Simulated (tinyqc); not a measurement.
# Van der Pauw, Hall and four-point-probe measurements on a doped layer: correction factor against the shape of the sample

A uniform p-type layer with sheet resistance Rs = 1/(q ns mu), point contacts, low field (mu B small).

Rs = 1/(q ns mu). For a rectangle with contacts at the corners, RA = (8 Rs/pi) sum_(k>=0) ln coth((2k + 1) pi a/(2 b)) with current along a short side b and voltage along the opposite one, RB the same with a and b exchanged. ar = a/b. F = Rs/[(pi/ln 2)(RA + RB)/2]; small-asymmetry estimate 1 - (ln 2/2) d^2 - ((ln 2)^2/4 - (ln 2)^3/12) d^4 with d = (RB - RA)/(RB + RA).

Parameters, values chosen for the exercise:
- ns = 6.7e12 cm^-2 (sheet density of the layer)
- mu = 90 cm^2/(V s) (drift mobility)

Constants: q = 1.602176634e-19 C. Results are converted to the units shown.

Results:
```
ar	RA (ohm)	RB (ohm)	RB/RA	F	estimate of F
1	2283.7	2283.7	1.0000	1.0000	1.0000
1.14	1468.9	3368.7	2.2933	0.94416	0.94436
1.29	916.37	4663.7	5.0894	0.81853	0.82491
1.43	590.14	5956.7	10.094	0.69766	0.72542
1.71	244.83	8686.4	35.479	0.51141	0.61668
1.86	152.83	10194	66.699	0.44146	0.59168
2	98.445	11616	117.99	0.38992	0.57867
```

Estimate the missing row, ar = 1.57.

Computed row:
```
ar	RA (ohm)	RB (ohm)	RB/RA	F	estimate of F
1.57	380.10	7303.7	19.215	0.59443	0.65773
```

With this row back in the table: RB/RA rises from 1.00 to 118 and F falls from 1.00 to 0.390. The estimate is 0.78 % above F at a/b = 1.29 and 48 % above it in the last row. RA shrinks about as exp(-pi a/b): by a factor of 1.55 between the last two rows, against 1.55.

Program tinyqc, `OMP_NUM_THREADS=1 python tinyqc.py 2850156 2850157 out.jsonl`; Intel Xeon 2.30GHz, shared host, one thread, about 0.01 s.
